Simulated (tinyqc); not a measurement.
Worked calculation: Pariser-Parr-Pople SCF with singles CI, for the molecule O=CC1=CC=C1O (SMILES; centres numbered as the heavy atoms are written). One step of it, computed by the program tinyqc.

Problem. Iteration 2: Fock matrix. F_rr = H_rr + P_rr gamma_rr / 2 + sum_(s != r) P_ss gamma_rs; F_rs = H_rs - P_rs gamma_rs / 2; E = tr P (H + F) / 2 + core repulsion sum_(r<s) z_r z_s gamma_rs.

P after iteration 1:
```
           1O         2C         3C         4C         5C         6C         7O
1O   1.518039   0.719490  -0.302228  -0.125206   0.274984  -0.078339   0.019805
2C   0.719490   0.853395   0.598011   0.028544  -0.287127   0.042261  -0.038662
3C  -0.302228   0.598011   1.307243   0.432230  -0.335988   0.382497  -0.057881
4C  -0.125206   0.028544   0.432230   0.698998   0.628486   0.309666  -0.345870
5C   0.274984  -0.287127  -0.335988   0.628486   1.305193   0.473576  -0.077595
6C  -0.078339   0.042261   0.382497   0.309666   0.473576   0.744126   0.595497
7O   0.019805  -0.038662  -0.057881  -0.345870  -0.077595   0.595497   1.573005
```

core matrix H (eV):
```
            1O          2C          3C          4C          5C          6C          7O
1O  -43.679622   -2.230000    0.000000    0.000000    0.000000    0.000000    0.000000
2C   -2.230000  -39.536568   -2.120000    0.000000    0.000000    0.000000    0.000000
3C    0.000000   -2.120000  -43.988027   -2.120000    0.000000   -2.120000    0.000000
4C    0.000000    0.000000   -2.120000  -39.662528   -2.120000    0.000000    0.000000
5C    0.000000    0.000000    0.000000   -2.120000  -40.323964   -2.120000    0.000000
6C    0.000000    0.000000   -2.120000    0.000000   -2.120000  -46.014861   -1.990000
7O    0.000000    0.000000    0.000000    0.000000    0.000000   -1.990000  -57.888166
```

repulsion gamma_rs (eV):
```
           1O         2C         3C         4C         5C         6C         7O
1O  15.200000   5.774638   4.092330   2.945673   2.691592   3.435524   3.519933
2C   5.774638  11.130000   5.344455   3.710011   3.080657   3.710316   3.378246
3C   4.092330   5.344455  11.130000   5.345541   4.398630   5.345541   4.150765
4C   2.945673   3.710011   5.345541  11.130000   5.345541   4.398630   3.378566
5C   2.691592   3.080657   4.398630   5.345541  11.130000   5.345541   4.151001
6C   3.435524   3.710316   5.345541   4.398630   5.345541  11.130000   6.309655
7O   3.519933   3.378246   4.150765   3.378566   4.151001   6.309655  21.500000
```

Centres (angstrom, eV; a flat drawing with bonds scaled to 1.40 angstrom):

| centre | x | y | core charge z | W | gamma_rr |
|---|---|---|---|---|---|
| 1O | -2.388000 | 0.325000 | 1 | 17.700000 | 15.200000 |
| 2C | -1.506000 | -0.762000 | 1 | 11.160000 | 11.130000 |
| 3C | -0.123000 | -0.541000 | 1 | 11.160000 | 11.130000 |
| 4C | 1.011000 | -1.362000 | 1 | 11.160000 | 11.130000 |
| 5C | 1.832000 | -0.228000 | 1 | 11.160000 | 11.130000 |
| 6C | 0.698000 | 0.593000 | 1 | 11.160000 | 11.130000 |
| 7O | 0.477000 | 1.975000 | 2 | 33.000000 | 21.500000 |

Give: F; pi energy.

Solution.

F (eV):
```
        1O      2C      3C      4C      5C      6C       7O
1O  -8.199  -4.307   0.618   0.184  -0.370   0.135   -0.035
2C  -4.307  -4.346  -3.718  -0.053   0.442  -0.078    0.065
3C   0.618  -3.718  -5.955  -3.275   0.739  -3.142    0.120
4C   0.184  -0.053  -3.275  -5.582  -3.800  -0.681    0.584
5C  -0.370   0.442   0.739  -3.800  -6.352  -3.386    0.161
6C   0.135  -0.078  -3.142  -0.681  -3.386  -6.528   -3.869
7O  -0.035   0.065   0.120   0.584   0.161  -3.869  -14.851
```

pi energy = -122.531 eV
